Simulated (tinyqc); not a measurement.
Narrowing against degeneracy: heavy doping: gap narrowing, degeneracy and the minority density.

F_j(eta) = (1/Gamma(j + 1)) integral_0^infinity x^j dx/(1 + exp(x - eta)), which tends to exp(eta) for eta << 0.

Empirical narrowing (Slotboom form, constants chosen for the exercise; published fits of this form give the apparent narrowing, here it is taken as the true one): dEg = E0 [ln(N/N0) + sqrt(ln(N/N0)^2 + C)].

Majority: N = Nv F_1/2(eta), eta the distance of EF beyond the majority band edge in kT. Degeneracy factor gam = F_1/2(eta)/exp(eta). ni0^2 = Nc Nv exp(-Eg/kT); product n p = ni0^2 gam exp(dEg/kT), dEg the true narrowing; apparent narrowing dEa = dEg + kT ln gam; minority density = n p/N.

Constants: kB = 8.617333262e-05 eV/K.

Values chosen for the exercise (gap and densities of states near those of Si at this temperature; narrowing constants near the fits for Si; the results hold for these values, not for the real material): Eg = 1.07 eV (gap); Nc = 4.94e+19 1/cm^3 (conduction-band density of states); Nv = 1.96e+19 1/cm^3 (valence-band density of states); T = 450 K; E0 = 6.27 meV (narrowing scale); N0 = 1.4e+17 1/cm^3 (onset density); C = 0.5 (smoothing constant).

N takes the values listed; the last column is N over the factor gam exp(dEg/kT), the doping that a simple model would need to give the same minority density.

Results:

| N (1/cm^3) | eta | gam | dEg (meV) | dEa (meV) | minority (1/cm^3) | effective doping (1/cm^3) |
|---|---|---|---|---|---|---|
| 6.0e+16 | -5.79 | 0.999 | 1.6 | 1.6 | 1.75e+10 | 5.76e+16 |
| 2.0e+17 | -4.58 | 0.996 | 7.2 | 7.1 | 6.03e+09 | 1.67e+17 |
| 6.0e+17 | -3.48 | 0.989 | 19.3 | 18.8 | 2.73e+09 | 3.69e+17 |
| 6.0e+18 | -1.08 | 0.898 | 47.5 | 43.4 | 5.13e+08 | 1.96e+18 |
| 2.0e+19 | 0.38 | 0.701 | 62.5 | 48.7 | 1.77e+08 | 5.69e+18 |
| 6.0e+19 | 2.16 | 0.354 | 76.3 | 35.9 | 4.23e+07 | 2.38e+19 |
| 2.0e+20 | 5.53 | 0.0403 | 91.3 | -33.2 | 2.13e+06 | 4.71e+20 |
| 4.0e+20 | 8.94 | 0.00269 | 100.0 | -129.6 | 8.90e+04 | 1.13e+22 |

Give the missing row, N (1/cm^3) = 2.0e+18.

Computed row:
```
N (1/cm^3)    eta    gam  dEg (meV)  dEa (meV)  minority (1/cm^3)  effective doping (1/cm^3)
2.0e+18     -2.25  0.965       33.9       32.5           1.16e+09                   8.64e+17
```

dEg grows steadily to 100.0 meV, while the apparent value peaks at 48.7 meV for N = 2e+19 and falls to -129.6 meV as the Fermi level enters the band (a negative value is not met in measurements: parabolic bands with a fixed mass overstate the filling). N grows by a factor 33 from the third to the sixth row and the effective doping by 15.4.

tinyqc: `OMP_NUM_THREADS=1 python tinyqc.py 1650107 1650108 out.jsonl`; about 0.01 s, one thread, shared Intel(R) Xeon(R) Processor @ 2.30GHz.
